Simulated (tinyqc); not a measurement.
## A barrier in a uniform field, exact transmission by Airy functions: exact and WKB transmission against voltage

The left lead has its band edge at 0, the barrier edge falls as U(x) = U0 - F x with F = V/d for 0 < x < d, and the right lead has its edge at -V. No transverse momentum; C = hbar^2/(2 m0); psi and psi'/m are continuous. M carries (psi, psi'/m) across the barrier.

Energy scale e = (C F^2/m1)^(1/3), z(x) = (U(x) - E)/e, s = (dz/dx)/m1 = -F/(e m1); v = k/m in a lead. With a = Ai, a' = Ai', b = Bi, b' = Bi' at z1 (left edge) and z2 (right edge): M11 = pi (a2 b1' - b2 a1'), M12 = (pi/s)(b2 a1 - a2 b1), M21 = pi s (a2' b1' - b2' a1'), M22 = pi (b2' a1 - a2' b1). With M acting on (psi, psi'/m) and v = k/m in each lead, T(E) = 4 vL vR/[(vL vR M12 - M21)^2 + (vR M11 + vL M22)^2]. WKB: exp(-S), S = (4/(3 F)) sqrt(m1/C) [max(U0 - E, 0)^1.5 - max(U0 - F d - E, 0)^1.5].

Inputs (values chosen for the exercise); U0 - E and the mass are of the order of those of hafnium oxide on silicon:
```
symbol,value,unit,meaning
mL,0.72,m0,mass in the left lead
U0,2.28,eV,barrier edge at x = 0
m1,0.2,m0,mass in the barrier
E,0.82,eV,electron energy
d,3.1,nm,barrier width
mR,0.72,m0,mass in the right lead
```

Constants: q = 1.602176634e-19 C, hbar = 1.054571817e-34 J s, m0 = 9.1093837015e-31 kg, hbar^2/(2 m0) = 0.0380998212 eV nm^2. Results are converted to the units shown.

Exact and WKB transmission against voltage:
```
V (V)	z2	T(E), exact	exp(-S)	ratio
0.438	6.548	3.257e-7	1.369e-7	2.379
0.791	2.890	1.257e-6	4.705e-7	2.673
1.144	1.067	5.356e-6	1.979e-6	2.707
1.496	-0.1017	2.584e-5	1.413e-5	1.829
1.849	-0.9541	1.393e-4	1.191e-4	1.170
2.202	-1.620	6.507e-4	5.070e-4	1.283
2.555	-2.165	0.001861	0.001446	1.286
2.908	-2.626	0.004354	0.003199	1.361
3.261	-3.026	0.01051	0.005958	1.764
3.614	-3.380	0.01817	0.009826	1.849
3.966	-3.696	0.01991	0.01481	1.344
4.319	-3.983	0.02237	0.02090	1.071
4.672	-4.247	0.03152	0.02799	1.126
```

The exact T(E) rises from 3.26e-7 to 0.0315. The ratio to WKB lies between 1.07 and 2.71. For V above U0 - E = 1.46 V (z2 < 0) the ratio turns 3 time(s) among the rows: the wave runs freely over the last part of the barrier and is partly reflected at x = d, and the two waves interfere. In 5 of the 13 rows the field exceeds 10 MV/cm (up to 15.1), more than most dielectrics sustain; the model ignores breakdown.

Range of the model: Masses are held fixed, although real bands cease to be parabolic a few tenths of an eV from their edges.

Computed by the program tinyqc: `OMP_NUM_THREADS=1 python tinyqc.py 2580045 2580046 out.jsonl`, one thread of a shared Intel Xeon 2.30GHz, about 0.01 s for the whole run.
